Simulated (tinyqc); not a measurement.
Worked calculation: tight binding, kagome lattice. One step of it, computed by the program tinyqc.

Task: Levels at k. Diagonalise the Hermitian matrix.

H(k) at k (eV), lower triangle (Hermitian):
```
                     A                    B         C
A             0.000000
B  -0.897800+0.297528i             0.000000
C  -0.897800-0.297528i  -0.546730-0.219055i  0.000000
```

Give: eigenvalues; weights |c|^2 of the basis functions.

Result:

eigenvalues (eV): -1.6584  0.5584  1.1000

weights |c|^2 of the basis functions:
```
   band 1  band 2  band 3
A  0.3930  0.0292  0.5777
B  0.3035  0.4854  0.2111
C  0.3035  0.4854  0.2111
```
